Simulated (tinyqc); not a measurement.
Threshold-voltage variability of a planar MOSFET, analytic estimates: effect of the correlation length of the roughness.

Three independent sources add in quadrature: random dopants in the depleted layer, metal-gate grains of two orientations, and roughness of the two gate edges acting through the roll-off VT = VT(long) - Vr exp(-L/l). These are first-order estimates: no three-dimensional electrostatics, no percolation.

ni = sqrt(Nc Nv) exp(-Eg/(2 Vt)), Eg in volts; Cox = 3.9 eps0/ti; Wd = sqrt(4 eps0 eps_r Vt ln(Na/ni)/(q Na)); dopants: s1 = (q/Cox) sqrt(Na Wd/(3 L W)). Grains: Ng = L W/G^2 (at least 1), s2 = dW sqrt(p (1 - p)/Ng). Edges, with exponential correlation and u = W/La: the mean gate length has sL^2 = 2 De^2 (2/u)[1 - (1 - exp(-u))/u]; s3 = sL (Vr/l) exp(-L/l). s = sqrt(s1^2 + s2^2 + s3^2). l and Vr are held fixed.

Values chosen for this exercise; material values close to those of silicon: temperature T = 325 K; band gap Eg = 1.14 eV; relative permittivity of the semiconductor eps_r = 11.7; conduction-band density of states at T Nc = 3.11e19 cm^-3; valence-band density of states at T Nv = 2.93e19 cm^-3; channel doping Na = 5.1e18 cm^-3; oxide-equivalent thickness in inversion ti = 2.2 nm; gate length L = 65 nm; gate width W = 180 nm; metal grain size G = 10 nm; work-function difference of the two grain orientations dW = 0.2 eV; share of the orientation of higher work function p = 0.3; rms roughness of one gate edge De = 1.6 nm; decay length of the threshold roll-off l = 12 nm; prefactor of the roll-off Vr = 1.2 V.

Constants: q = 1.602176634e-19 C, kB = 1.380649e-23 J/K, Vt = kB T/q, eps0 = 8.8541878128e-14 F/cm where lengths are in cm. Results are converted to the units shown.

The same in every row: s1 (mV) = 15.68; s2 (mV) = 8.473.

Effect of the correlation length of the roughness:
```
La (nm),s3 (mV),s (mV),s sqrt(L W) (mV um)
2,0.1490,17.82,1.928
5,0.2336,17.83,1.928
10,0.3256,17.83,1.928
20,0.4467,17.83,1.929
40,0.5919,17.83,1.929
80,0.7355,17.84,1.930
160,0.8472,17.84,1.930
```

As La goes from 2 to 160 nm, s stays near 17.8 mV. The dopants are the largest source in the first and the last row. The edge term s3 rises from 0.149 to 0.847 mV: a longer correlation averages out less along the width.

tinyqc, about 0.01 s, one thread, Intel Xeon 2.30GHz (shared host): `OMP_NUM_THREADS=1 python tinyqc.py 2090090 2090091 out.jsonl`
